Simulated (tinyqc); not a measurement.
The integration grid: Kohn-Sham R2SCAN on finer and finer grids in the sto-3g basis, for H6, spin multiplicity 1. Computed by the program tinyqc with PySCF. Self-consistent on each grid; the net force on the molecule should vanish.

Geometry (angstrom):
```
atom       x       y       z
H     0.0000  0.0000  0.0000
H     0.0000  0.0000  0.7360
H     0.0000  0.0000  1.8500
H     0.0000  0.0000  2.5860
H     0.0000  0.0000  3.7000
H     0.0000  0.0000  4.4370
```

Kohn-Sham energy on Becke grids (radial x angular points per atom):
```
grid       points  residual of the electron count  E (hartree)  E - finest (mhartree)  largest net force without grid terms (hartree/bohr)
10 x 14       804                        8.82e-03     -3.42609               -7.63642                                             4.24e-06
15 x 26      2284                       -2.61e-02     -3.41478                3.67040                                             1.67e-06
20 x 50      5928                       -2.17e-05     -3.41839                0.05488                                             7.76e-09
30 x 86     15370                       -4.14e-05     -3.41842                0.03244                                             4.77e-08
50 x 194    58018                        1.78e-08     -3.41845                0.00059                                             2.72e-08
75 x 302   135624                        5.68e-10     -3.41845                0.00008                                             5.62e-09
120 x 590  423501                       -3.23e-12     -3.41845                0.00000                                             7.65e-10
```

What does the comparison show, and why?

The energy is within 0.1 mhartree of the finest grid first at 20 x 50. The error has both signs, since quadrature is not variational. The electron count and the net force are cheap signs of a poor grid.
